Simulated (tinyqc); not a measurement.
Hueckel theory of the pi electrons, for the molecule C=C1C=CC=CC=C1 (SMILES; centres numbered as the heavy atoms are written), step by step. One step of it, computed by the program tinyqc.

Problem. Energy, charges, bond orders. E = sum n x; q_r = z_r - P_rr; bond order p = P_rs; free valence = sqrt(3) - sum of p over the bonds of the atom.

x values: 2.091184  1.442720  1.246980  0.216294  -0.445042  -0.776378  -1.801938  -1.973820

occupations: 2.000000  2.000000  2.000000  2.000000  0.000000  0.000000  0.000000  0.000000

charge and bond-order matrix P, lower triangle:
```
           1C         2C         3C         4C         5C        6C        7C        8C
1C   1.310592
2C   0.756379   0.976279
3C  -0.167157   0.449980   0.942181
4C  -0.306399   0.042344   0.765300   0.961652
5C   0.209500  -0.096898   0.061815   0.536328   0.952731
6C   0.209500  -0.096898  -0.325870   0.052894   0.737583  0.952731
7C  -0.306399   0.042344  -0.105819  -0.124616   0.052894  0.536328  0.961652
8C  -0.167157   0.449980   0.243598  -0.105819  -0.325870  0.061815  0.765300  0.942181
```

Centres:
```
centre  z_r, pi electrons of the neutral centre         h
1C                                            1  0.000000
2C                                            1  0.000000
3C                                            1  0.000000
4C                                            1  0.000000
5C                                            1  0.000000
6C                                            1  0.000000
7C                                            1  0.000000
8C                                            1  0.000000
```

Bonds:
```
i  j  k
1  2  1
2  3  1
3  4  1
4  5  1
5  6  1
6  7  1
7  8  1
8  2  1
```

Give: pi energy = 8 alpha + this times beta; pi charges; Bond orders and lengths from R = 1.517 - 0.180 p; free valence of the carbons; gap between the highest filled and the next level.

Solution.

pi energy = 8 alpha + this times beta = 9.9944

pi charges: 1C -0.3106, 2C 0.0237, 3C 0.0578, 4C 0.0383, 5C 0.0473, 6C 0.0473, 7C 0.0383, 8C 0.0578

Bond orders and lengths from R = 1.517 - 0.180 p (angstrom, C-C alone):
```
bond       p       R
1-2   0.7564  1.3809
2-3   0.4500  1.4360
3-4   0.7653  1.3792
4-5   0.5363  1.4205
5-6   0.7376  1.3842
6-7   0.5363  1.4205
7-8   0.7653  1.3792
8-2   0.4500  1.4360
```

free valence of the carbons: 1C 0.9757, 2C 0.0757, 3C 0.5168, 4C 0.4304, 5C 0.4581, 6C 0.4581, 7C 0.4304, 8C 0.5168

gap between the highest filled and the next level = 0.6613 |beta|
